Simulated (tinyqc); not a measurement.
Four-point probe, van der Pauw, Hall and spreading-resistance readings of a semiconductor layer: one step, computed by the program tinyqc.

The layer is uniform and ohmic; contacts are points unless a radius is given.

Task: Four-point voltage. Collinear probes with equal spacing on a layer with conducting backing: images at depth 2 m t give V = (rho I/(2 pi s)) G, G = 1 + 4 sum_(m>=1) (-1)^m [1/sqrt(1 + (2 m u)^2) - 1/sqrt(4 + (2 m u)^2)], u = t/s; the sum runs to m = 20000, with the last term halved. Limits: thick, rho = 2 pi s V/I; thin on an insulator, rho = (pi/ln 2) t V/I.

Inputs (values chosen for the exercise, modelled on p-type silicon): layer thickness t = 1500 micrometre; probe spacing s = 1 mm; current I = 0.01 mA.

Backing of the layer: conducting.

resistivity rho = 0.1830355 ohm cm

Give: t/s; G; voltage V; rho by the thick formula; rho by the thin formula.

Result:

t/s = 1.5

G = 0.8640

voltage V = 0.002517 mV

rho by the thick formula = 0.1581 ohm cm

rho by the thin formula = 0.1711 ohm cm

The thick formula is off by -13.6 % and the thin one by -6.5 %. A conducting backing shunts the current, so V lies below the thick value.
